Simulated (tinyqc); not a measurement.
ROHF in the sto-6g basis, for BeH, spin multiplicity 2, step by step (part 2 of 2). This run ends on a higher stationary point, not on the lowest solution. Computed by tinyqc, a small Python program that keeps every step (integrals from PySCF). Command: `OMP_NUM_THREADS=1 python tinyqc.py 21131 21132 out.jsonl` (the two numbers bound the seeds that draw the settings). One thread of a shared host (Intel(R) Xeon(R) Processor @ 2.60GHz), about 0.2 s of CPU time with the checks.

Geometry (angstrom):
```
atom         x         y         z
Be    0.000000  0.000000  0.000000
H     0.000000  0.000000  2.223000
```

## Iteration 3: building the Fock matrix

D(alpha) after iteration 2, order 1Be 1s, 1Be 2s, 1Be 2px, 1Be 2py, 1Be 2pz, 2H 1s:
```
[[1.069048, -0.271996, 0.000000, 0.000000, 0.032706, 0.015873],
 [-0.271996, 1.072843, 0.000000, 0.000000, -0.132136, -0.095863],
 [0.000000, 0.000000, 0.000000, 0.000000, 0.000000, 0.000000],
 [0.000000, 0.000000, 0.000000, 0.000000, 0.000000, 0.000000],
 [0.032706, -0.132136, 0.000000, 0.000000, 0.130708, 0.303308],
 [0.015873, -0.095863, 0.000000, 0.000000, 0.303308, 0.751155]]
```

D(beta) after iteration 2, order 1Be 1s, 1Be 2s, 1Be 2px, 1Be 2py, 1Be 2pz, 2H 1s:
```
[[1.052511, -0.207264, 0.000000, 0.000000, -0.013286, -0.086756],
 [-0.207264, 0.819459, 0.000000, 0.000000, 0.047891, 0.305860],
 [0.000000, 0.000000, 0.000000, 0.000000, 0.000000, 0.000000],
 [0.000000, 0.000000, 0.000000, 0.000000, 0.000000, 0.000000],
 [-0.013286, 0.047891, 0.000000, 0.000000, 0.002800, 0.017886],
 [-0.086756, 0.305860, 0.000000, 0.000000, 0.017886, 0.114249]]
```

core Hamiltonian H = T + V (hartree), order 1Be 1s, 1Be 2s, 1Be 2px, 1Be 2py, 1Be 2pz, 2H 1s:
```
[[-8.184085, -1.918761, 0.000000, 0.000000, -0.006888, -0.074215],
 [-1.918761, -2.316965, 0.000000, 0.000000, -0.069264, -0.365014],
 [0.000000, 0.000000, -1.861544, 0.000000, 0.000000, 0.000000],
 [0.000000, 0.000000, 0.000000, -1.861544, 0.000000, 0.000000],
 [-0.006888, -0.069264, 0.000000, 0.000000, -1.904065, -0.466144],
 [-0.074215, -0.365014, 0.000000, 0.000000, -0.466144, -1.423047]]
```

Two-electron integrals (ij|kl) in chemists' order, unique and non-zero (hartree):
```
(11|11) 2.299996   (21|11) 0.361879   (21|21) 0.071926   (22|11) 0.570332
(22|21) 0.139654   (22|22) 0.417773   (31|31) 0.015252   (32|31) 0.022555
(32|32) 0.092340   (33|11) 0.570332   (33|21) 0.139654   (33|22) 0.417773
(33|33) 0.450117   (41|41) 0.015252   (42|41) 0.022555   (42|42) 0.092340
(43|43) 0.024258   (44|11) 0.570332   (44|21) 0.139654   (44|22) 0.417773
(44|33) 0.401601   (44|44) 0.450117   (51|51) 0.015252   (52|51) 0.022555
(52|52) 0.092340   (53|53) 0.024258   (54|54) 0.024258   (55|11) 0.570332
(55|21) 0.139654   (55|22) 0.417773   (55|33) 0.401601   (55|44) 0.401601
(55|55) 0.450117   (61|11) 0.013882   (61|21) 0.002698   (61|22) 0.005282
(61|33) 0.005238   (61|44) 0.005238   (61|51) 0.000271   (61|52) 0.000545
(61|55) 0.005369   (61|61) 0.000107   (62|11) 0.063192   (62|21) 0.015897
(62|22) 0.055927   (62|33) 0.053609   (62|44) 0.053609   (62|51) 0.002043
(62|52) 0.014771   (62|55) 0.060564   (62|61) 0.000671   (62|62) 0.014843
(63|31) 0.001067   (63|32) 0.005752   (63|53) 0.002134   (63|63) 0.000901
(64|41) 0.001067   (64|42) 0.005752   (64|54) 0.002134   (64|64) 0.000901
(65|11) 0.079444   (65|21) 0.020135   (65|22) 0.073192   (65|33) 0.069225
(65|44) 0.069225   (65|51) 0.003221   (65|52) 0.022871   (65|55) 0.081126
(65|61) 0.000873   (65|62) 0.021600   (65|65) 0.031809   (66|11) 0.237992
(66|21) 0.060621   (66|22) 0.235383   (66|33) 0.222592   (66|44) 0.222592
(66|51) 0.006861   (66|52) 0.066618   (66|55) 0.260964   (66|61) 0.002557
(66|62) 0.090067   (66|65) 0.136547   (66|66) 0.774999
```

nuclear repulsion = 0.95218571 hartree

J_ij = sum D_kl (ij|kl) with D = D(alpha) + D(beta), K_ij = sum D_kl (ik|jl) for each spin; F = H + J - K(s); E = tr D H + tr D J / 2 - 0.5 sum_s tr D(s) K(s) + E_nn.

Coulomb J (hartree), order 1Be 1s, 1Be 2s, 1Be 2px, 1Be 2py, 1Be 2pz, 2H 1s:
```
[[5.969657, 1.053408, 0.000000, 0.000000, 0.005619, 0.040536],
 [1.053408, 2.195920, 0.000000, 0.000000, 0.063788, 0.328295],
 [0.000000, 0.000000, 2.179177, 0.000000, 0.000000, 0.000000],
 [0.000000, 0.000000, 0.000000, 2.179177, 0.000000, 0.000000],
 [0.005619, 0.063788, 0.000000, 0.000000, 2.229409, 0.442400],
 [0.040536, 0.328295, 0.000000, 0.000000, 0.442400, 1.711974]]
```

exchange K(alpha) (hartree), order 1Be 1s, 1Be 2s, 1Be 2px, 1Be 2py, 1Be 2pz, 2H 1s:
```
[[2.341274, 0.365254, 0.000000, 0.000000, 0.000262, 0.016241],
 [0.365254, 0.471088, 0.000000, 0.000000, -0.028648, 0.120564],
 [0.000000, 0.000000, 0.107174, 0.000000, 0.000000, 0.000000],
 [0.000000, 0.000000, 0.000000, 0.107174, 0.000000, 0.000000],
 [0.000262, -0.028648, 0.000000, 0.000000, 0.230758, 0.198326],
 [0.016241, 0.120564, 0.000000, 0.000000, 0.198326, 0.661968]]
```

exchange K(beta) (hartree), order 1Be 1s, 1Be 2s, 1Be 2px, 1Be 2py, 1Be 2pz, 2H 1s:
```
[[2.329008, 0.363153, 0.000000, 0.000000, -0.000349, 0.012514],
 [0.363153, 0.394097, 0.000000, 0.000000, 0.051215, 0.131366],
 [0.000000, 0.000000, 0.085952, 0.000000, 0.000000, 0.000000],
 [0.000000, 0.000000, 0.000000, 0.085952, 0.000000, 0.000000],
 [-0.000349, 0.051215, 0.000000, 0.000000, 0.103600, 0.063110],
 [0.012514, 0.131366, 0.000000, 0.000000, 0.063110, 0.162212]]
```

F(alpha) (hartree), order 1Be 1s, 1Be 2s, 1Be 2px, 1Be 2py, 1Be 2pz, 2H 1s:
```
[[-4.555701, -1.230608, 0.000000, 0.000000, -0.001531, -0.049920],
 [-1.230608, -0.592133, 0.000000, 0.000000, 0.023172, -0.157284],
 [0.000000, 0.000000, 0.210459, 0.000000, 0.000000, 0.000000],
 [0.000000, 0.000000, 0.000000, 0.210459, 0.000000, 0.000000],
 [-0.001531, 0.023172, 0.000000, 0.000000, 0.094585, -0.222070],
 [-0.049920, -0.157284, 0.000000, 0.000000, -0.222070, -0.373041]]
```

F(beta) (hartree), order 1Be 1s, 1Be 2s, 1Be 2px, 1Be 2py, 1Be 2pz, 2H 1s:
```
[[-4.543436, -1.228507, 0.000000, 0.000000, -0.000920, -0.046193],
 [-1.228507, -0.515142, 0.000000, 0.000000, -0.056691, -0.168086],
 [0.000000, 0.000000, 0.231680, 0.000000, 0.000000, 0.000000],
 [0.000000, 0.000000, 0.000000, 0.231680, 0.000000, 0.000000],
 [-0.000920, -0.056691, 0.000000, 0.000000, 0.221744, -0.086854],
 [-0.046193, -0.168086, 0.000000, 0.000000, -0.086854, 0.126715]]
```

total energy of this density = -14.95992233 hartree

## Iteration 3: Roothaan effective Fock matrix

overlap S, order 1Be 1s, 1Be 2s, 1Be 2px, 1Be 2py, 1Be 2pz, 2H 1s:
```
[[1.000000, 0.254764, 0.000000, 0.000000, 0.000000, 0.009750],
 [0.254764, 1.000000, 0.000000, 0.000000, 0.000000, 0.179006],
 [0.000000, 0.000000, 1.000000, 0.000000, 0.000000, 0.000000],
 [0.000000, 0.000000, 0.000000, 1.000000, 0.000000, 0.000000],
 [0.000000, 0.000000, 0.000000, 0.000000, 1.000000, 0.245372],
 [0.009750, 0.179006, 0.000000, 0.000000, 0.245372, 1.000000]]
```

With projectors Pc = D(beta) S, Po = (D(alpha) - D(beta)) S, Pv = 1 - D(alpha) S, the block xy is Px^T F Py; with Fc = (F(alpha) + F(beta))/2, the blocks are Fc for cc, oo, vv and cv, F(beta) for co and F(alpha) for ov.

effective F (hartree), order 1Be 1s, 1Be 2s, 1Be 2px, 1Be 2py, 1Be 2pz, 2H 1s:
```
[[-4.549573, -1.229100, 0.000000, 0.000000, -0.000992, -0.048188],
 [-1.229100, -0.583790, 0.000000, 0.000000, -0.006327, -0.128815],
 [0.000000, 0.000000, 0.221069, 0.000000, 0.000000, 0.000000],
 [0.000000, 0.000000, 0.000000, 0.221069, 0.000000, 0.000000],
 [-0.000992, -0.006327, 0.000000, 0.000000, 0.208911, -0.113216],
 [-0.048188, -0.128815, 0.000000, 0.000000, -0.113216, -0.109600]]
```

## Iteration 3: DIIS over 3 matrices

error matrix X^T (FDS - SDF) X:
```
[[0.000000, 0.008231, 0.000000, 0.000000, 0.019331, 0.013672],
 [-0.008231, 0.000000, 0.000000, 0.000000, 0.022904, 0.015721],
 [0.000000, 0.000000, 0.000000, 0.000000, 0.000000, 0.000000],
 [0.000000, 0.000000, 0.000000, 0.000000, 0.000000, 0.000000],
 [-0.019331, -0.022904, 0.000000, 0.000000, 0.000000, 0.002039],
 [-0.013672, -0.015721, 0.000000, 0.000000, -0.002039, 0.000000]]
```

B (overlaps of the stored error matrices):
```
[[3.3229051e-02, -2.1312680e-03, -6.6998912e-03],
 [-2.1312680e-03, 1.0259065e-02, -2.3090372e-03],
 [-6.6998912e-03, -2.3090372e-03, 2.8085453e-03]]
```

Minimise |sum c_i e_i|^2 with sum c_i = 1: solve [B -1; -1 0][c; lambda] = [0; -1] with B_ij = tr e_i^T e_j, and take F = sum c_i F_i.

DIIS coefficients: [0.151943, 0.206146, 0.641911]

extrapolated F (hartree), order 1Be 1s, 1Be 2s, 1Be 2px, 1Be 2py, 1Be 2pz, 2H 1s:
```
[[-4.500391, -1.222168, 0.000000, 0.000000, -0.000149, -0.049132],
 [-1.222168, -0.572253, 0.000000, 0.000000, -0.007502, -0.131364],
 [0.000000, 0.000000, 0.215437, 0.000000, 0.000000, 0.000000],
 [0.000000, 0.000000, 0.000000, 0.215437, 0.000000, 0.000000],
 [-0.000149, -0.007502, 0.000000, 0.000000, 0.200429, -0.114032],
 [-0.049132, -0.131364, 0.000000, 0.000000, -0.114032, -0.097749]]
```

## Iteration 3: diagonalisation and new density

X, order 1Be 1s, 1Be 2s, 1Be 2px, 1Be 2py, 1Be 2pz, 2H 1s:
```
[[-0.512644, 0.637536, 0.000000, 0.000000, -0.515237, 0.369199],
 [0.732479, -0.434246, 0.000000, 0.000000, -0.361388, 0.503021],
 [0.000000, 0.000000, 0.394371, 0.918951, 0.000000, 0.000000],
 [0.000000, 0.000000, 0.918951, -0.394371, 0.000000, 0.000000],
 [0.493430, 0.636848, 0.000000, 0.000000, 0.554623, 0.331318],
 [-0.705048, -0.468997, 0.000000, 0.000000, 0.387337, 0.486020]]
```

Diagonalise F' = X^T F X, C = X C', fill 3 alpha and 2 beta electrons from the bottom; D(s) = C_occ C_occ^T. Each column has its largest component positive (the first on a tie).

F' = X^T F X (hartree):
```
[[-0.397529, 0.931617, 0.000000, 0.000000, -0.778518, 0.712301],
 [0.931617, -1.152587, 0.000000, 0.000000, 1.466068, -1.032687],
 [0.000000, 0.000000, 0.215437, 0.000000, 0.000000, 0.000000],
 [0.000000, 0.000000, 0.000000, 0.215437, 0.000000, 0.000000],
 [-0.778518, 1.466068, 0.000000, 0.000000, -1.667112, 1.414546],
 [0.712301, -1.032687, 0.000000, 0.000000, 1.414546, -1.334397]]
```

orbital energies (hartree): [-4.501847, -0.284446, -0.066401, 0.215437, 0.215437, 0.301069]

coefficients C, order 1Be 1s, 1Be 2s, 1Be 2px, 1Be 2py, 1Be 2pz, 2H 1s:
```
[[0.994911, -0.250747, 0.129882, 0.000000, 0.000000, -0.037970],
 [0.019379, 0.905825, -0.511536, 0.000000, 0.000000, 0.161748],
 [0.000000, 0.000000, 0.000000, -0.688385, 0.725345, 0.000000],
 [0.000000, 0.000000, 0.000000, 0.725345, 0.688385, 0.000000],
 [0.000460, 0.044835, 0.292360, 0.000000, 0.000000, 0.989415],
 [-0.001887, 0.338674, 0.837212, 0.000000, 0.000000, -0.536347]]
```

D(alpha) after iteration 3, order 1Be 1s, 1Be 2s, 1Be 2px, 1Be 2py, 1Be 2pz, 2H 1s:
```
[[1.069590, -0.274292, 0.000000, 0.000000, 0.027188, 0.021939],
 [-0.274292, 1.082564, 0.000000, 0.000000, -0.108931, -0.121521],
 [0.000000, 0.000000, 0.000000, 0.000000, 0.000000, 0.000000],
 [0.000000, 0.000000, 0.000000, 0.000000, 0.000000, 0.000000],
 [0.027188, -0.108931, 0.000000, 0.000000, 0.087485, 0.259951],
 [0.021939, -0.121521, 0.000000, 0.000000, 0.259951, 0.815629]]
```

D(beta) after iteration 3, order 1Be 1s, 1Be 2s, 1Be 2px, 1Be 2py, 1Be 2pz, 2H 1s:
```
[[1.052721, -0.207853, 0.000000, 0.000000, -0.010785, -0.086799],
 [-0.207853, 0.820895, 0.000000, 0.000000, 0.040622, 0.306743],
 [0.000000, 0.000000, 0.000000, 0.000000, 0.000000, 0.000000],
 [0.000000, 0.000000, 0.000000, 0.000000, 0.000000, 0.000000],
 [-0.010785, 0.040622, 0.000000, 0.000000, 0.002010, 0.015184],
 [-0.086799, 0.306743, 0.000000, 0.000000, 0.015184, 0.114704]]
```

Within a degenerate level the vectors are fixed only up to a rotation; this is one choice.

## Iteration 31 (converged): orbitals

converged F (hartree), order 1Be 1s, 1Be 2s, 1Be 2px, 1Be 2py, 1Be 2pz, 2H 1s:
```
[[-4.584174, -1.240298, 0.000000, 0.000000, -0.000241, -0.048797],
 [-1.240298, -0.530571, 0.000000, 0.000000, -0.014852, -0.180626],
 [0.000000, 0.000000, 0.210061, 0.000000, 0.000000, 0.000000],
 [0.000000, 0.000000, 0.000000, 0.210061, 0.000000, 0.000000],
 [-0.000241, -0.014852, 0.000000, 0.000000, 0.109543, -0.178122],
 [-0.048797, -0.180626, 0.000000, 0.000000, -0.178122, -0.110726]]
```

As before.

F' = X^T F X (hartree):
```
[[-0.321699, 0.943915, 0.000000, 0.000000, -0.844813, 0.728633],
 [0.943915, -1.186448, 0.000000, 0.000000, 1.474928, -1.069791],
 [0.000000, 0.000000, 0.210061, 0.000000, 0.000000, 0.000000],
 [0.000000, 0.000000, 0.000000, 0.210061, 0.000000, 0.000000],
 [-0.844813, 1.474928, 0.000000, 0.000000, -1.731446, 1.383225],
 [0.728633, -1.069791, 0.000000, 0.000000, 1.383225, -1.402126]]
```

orbital energies (hartree): [-4.585469, -0.300344, -0.059636, 0.210061, 0.210061, 0.303731]

coefficients C, order 1Be 1s, 1Be 2s, 1Be 2px, 1Be 2py, 1Be 2pz, 2H 1s:
```
[[0.995291, -0.206024, -0.180719, 0.000000, 0.000000, -0.072951],
 [0.017973, 0.737329, 0.689807, 0.000000, 0.000000, 0.298188],
 [0.000000, 0.000000, 0.000000, 0.999795, -0.020271, 0.000000],
 [0.000000, 0.000000, 0.000000, 0.020271, 0.999795, 0.000000],
 [0.000463, 0.162355, -0.486844, 0.000000, 0.000000, 0.896131],
 [-0.001759, 0.532879, -0.566187, 0.000000, 0.000000, -0.706233]]
```

D(alpha) after iteration 31, order 1Be 1s, 1Be 2s, 1Be 2px, 1Be 2py, 1Be 2pz, 2H 1s:
```
[[1.065710, -0.258680, 0.000000, 0.000000, 0.054993, -0.009216],
 [-0.258680, 1.019811, 0.000000, 0.000000, -0.216111, 0.002316],
 [0.000000, 0.000000, 0.000000, 0.000000, 0.000000, 0.000000],
 [0.000000, 0.000000, 0.000000, 0.000000, 0.000000, 0.000000],
 [0.054993, -0.216111, 0.000000, 0.000000, 0.263376, 0.362159],
 [-0.009216, 0.002316, 0.000000, 0.000000, 0.362159, 0.604531]]
```

D(beta) after iteration 31, order 1Be 1s, 1Be 2s, 1Be 2px, 1Be 2py, 1Be 2pz, 2H 1s:
```
[[1.033051, -0.134019, 0.000000, 0.000000, -0.032988, -0.111537],
 [-0.134019, 0.543977, 0.000000, 0.000000, 0.119718, 0.392876],
 [0.000000, 0.000000, 0.000000, 0.000000, 0.000000, 0.000000],
 [0.000000, 0.000000, 0.000000, 0.000000, 0.000000, 0.000000],
 [-0.032988, 0.119718, 0.000000, 0.000000, 0.026359, 0.086515],
 [-0.111537, 0.392876, 0.000000, 0.000000, 0.086515, 0.283963]]
```

Within a degenerate level the vectors are fixed only up to a rotation; this is one choice.

## Convergence

Stop when the energy changes by less than 1e-08 hartree and every element of the error matrix X^T (F D S - S D F) X is below 3e-05.

Course of the cycle:
```
iteration   E (hartree)     change  largest element of the error matrix
1          -15.03653490          -                             1.00e-01
2          -14.94990880   8.66e-02                             4.61e-02
3          -14.95992233  -1.00e-02                             2.29e-02
4          -14.96344948  -3.53e-03                             1.59e-02
5          -14.96121900   2.23e-03                             1.51e-02
6          -14.95022200   1.10e-02                             3.31e-02
7          -14.93541343   1.48e-02                             5.41e-02
8          -14.77438317   1.61e-01                             1.26e-01
9          -14.75944716   1.49e-02                             1.50e-01
10         -14.95325179  -1.94e-01                             1.05e-02
11         -14.97236429  -1.91e-02                             7.05e-03
12         -14.96015810   1.22e-02                             1.67e-02
13         -14.96053009  -3.72e-04                             1.62e-02
14         -14.95379900   6.73e-03                             1.84e-02
...                 ...        ...                                  ...
18         -14.96216819  -9.77e-04                             1.49e-02
19         -14.96367595  -1.51e-03                             1.53e-02
20         -14.91809493   4.56e-02                             8.00e-02
21         -14.95684170  -3.87e-02                             1.25e-02
22         -14.95216954   4.67e-03                             1.05e-02
23         -14.95344902  -1.28e-03                             5.65e-03
24         -14.95227829   1.17e-03                             1.02e-02
25         -14.95268853  -4.10e-04                             2.53e-03
26         -14.95244981   2.39e-04                             8.56e-04
27         -14.95241686   3.29e-05                             2.25e-04
28         -14.95241454   2.32e-06                             1.63e-04
29         -14.95241457  -2.72e-08                             1.22e-04
30         -14.95241461  -3.77e-08                             1.09e-05
31         -14.95241460   5.09e-09                             3.34e-06
```

PySCF ROHF in the same basis = -14.97271268 hartree

Converged in 31 iterations. But the solution lies 0.02030 hartree above the reference: it is another stationary point, not the lowest one.

## Populations, bond orders and dipole

Mulliken: Z minus the diagonal of D S on the atom; Loewdin: the same with S^(1/2) D S^(1/2); Mayer order: 2 sum_s sum (D(s) S)_ij (D(s) S)_ji over the two atoms.

Charges (e):
```
atom   Mulliken    Loewdin  Mulliken spin
1Be    0.068151   0.064185       0.680712
2H    -0.068151  -0.064185       0.319288
```

Mayer bond orders:
```
pair     order
2-1   0.893410
```

dipole moment about the origin, x y z (debye): [0.000000, 0.000000, -0.970398]
